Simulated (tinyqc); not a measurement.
Heat flow across a film from the phonon Boltzmann equation in the relaxation-time approximation: one step, computed by the program tinyqc.

Two black walls, hot at x = 0 and cold at x = L, emit phonons isotropically. For one free path Lambda, with tau = x/Lambda, tau_L = L/Lambda and phi = (T - T_cold)/Delta T, energy balance gives phi(tau) = (1/2) [E2(tau) + int_0^tau_L phi(s) E1(|tau - s|) ds]; E_n are the exponential integrals. The flux over the ballistic flux C v Delta T/4 is psi = 1 - 2 int_0^tau_L phi(s) E2(s) ds, and kappa_eff/kappa = (3/4) tau_L psi. kappa = C v Lambda/3 is an input, so at fixed kappa a longer free path means a smaller C v.

Question. The small linear system for Lambda_1. Cut the film into n equal cells with constant phi, collocated at the centres c_i: the kernel integrates to A_ij = |E2(|c_i - e_j|) - E2(|c_i - e_(j+1)|)|/2 for cell edges e_j, and A_ii = 1 - E2(half a cell); solve (1 - A) phi = E2(c)/2; psi = 1 - 2 sum_j phi_j [E3(e_j) - E3(e_(j+1))].

Inputs (values chosen for the exercise, modelled on gallium arsenide): film thickness L = 32 nm; free path Lambda_1 = 55 nm; cells n in the small system = 5.

Give: optical thickness tau_L; 1 - A; right-hand side E2(c)/2; flux weights E3(e_j) - E3(e_(j+1)).

Answer.

optical thickness tau_L = 0.5818

1 - A, lower triangle (symmetric):
```
,1,2,3,4,5
1,0.8082
2,-0.1008,0.8082
3,-0.0646,-0.1008,0.8082
4,-0.0466,-0.0646,-0.1008,0.8082
5,-0.0353,-0.0466,-0.0646,-0.1008,0.8082
```

right-hand side E2(c)/2: [0.4041, 0.3034, 0.2387, 0.1922, 0.1569]

flux weights E3(e_j) - E3(e_(j+1)): [0.09529, 0.07092, 0.05573, 0.04483, 0.03658]
